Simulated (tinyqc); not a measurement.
What each parameter does: thin-body film or fin with hard walls, valleys of the Si type.

Six ellipsoidal valleys with their long axes along the cube axes, mass ml along the axis and mt across it. For a valley whose axis makes the angle theta with the surface normal, 1/m_z = cos^2(theta)/ml + sin^2(theta)/mt sets the confinement; in the plane the masses are m_1 = mt and m_2 = ml mt/m_z, and m_d = sqrt(m_1 m_2).

A film of thickness t between hard walls, flat band inside: E_n = c (n pi/t)^2/m_z above the bulk edge, c = hbar^2/2m0. Without degeneracy the sheet density is N2 exp((EF - Ec)/kB T) with N2 = sum_i g m_d/(2 pi c) kB T exp(-E_i/kB T) over n = 1 to 40 of each group; a classical film has t Nc with Nc = 2 g_all (m_dos kB T/(4 pi c))^(3/2), m_dos = (ml mt^2)^(1/3). The threshold shift is dVt = kB T ln(t Nc/N2).

Constants: hbar^2/2m0 = 3.80998211 eV angstrom^2; kB = 8.617333262e-05 eV/K.

Inputs chosen for the exercise (near those of Si; shifted at random, so the results belong to these values and not to a real crystal): ml = 0.932 m0 (longitudinal mass); mt = 0.192 m0 (transverse mass); face = 110 (face of the film or side wall of the fin); T = 77 K (temperature); t = 28 angstrom (body thickness); g_all = 6 (number of valleys).

E1 is the lowest level, and the share is that of its group in N2.

Results for these values:
```
case,E1 (eV),share (%),dVt (mV),Nc (1e19/cm^3)
base,0.1506,100.0,142.2,0.363
```

What happens to each result for T = 47 K, all else kept?

Answer: E1 does not change at the printed digits; share does not change at the printed digits; dVt rises from 142.2 to 144.5; Nc falls from 0.363 to 0.173.

The same for each parameter in turn:
```
case,E1 (eV),share (%),dVt (mV),Nc (1e19/cm^3)
base,0.1506,100.0,142.2,0.363
t = 34 angstrom,0.1022,100.0,95.0,0.363
T = 47 K,0.1506,100.0,144.5,0.173
ml = 1.025 m0,0.1483,100.0,139.9,0.381
mt = 0.211 m0,0.1394,100.0,131.2,0.399
```

Computed by tinyqc, a small Python program: `OMP_NUM_THREADS=1 python tinyqc.py 1250956 1250957 out.jsonl` (the numbers bound the seed that draws the inputs); one thread of a shared host (Intel(R) Xeon(R) Processor @ 2.30GHz), about 0.01 s for the whole set of steps.
